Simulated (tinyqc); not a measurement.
## Polarisation and half-bias from two TMR values

Problem. A tunnel junction has TMR = TMR0/(1 + (V/Vh)^2), TMR0 = 2 P1 P2/(1 - P1 P2). Find TMR0, Vh and P2.

Values chosen for this exercise: spin polarisation of the reference layer P1 = 0.72.

TMR at 0.1 and 0.5 V (%): [135.79172, 85.412969]

Answer. 1/TMR is linear in V^2, and P1 P2 = TMR0/(2 + TMR0).

TMR0 = 139 %
Vh = 0.630 V
P2 = 0.570

Computed by the program tinyqc: `OMP_NUM_THREADS=1 python tinyqc.py 2450044 2450045 out.jsonl`, one thread of a shared Intel Xeon 2.30GHz, about 0.01 s for the whole run.
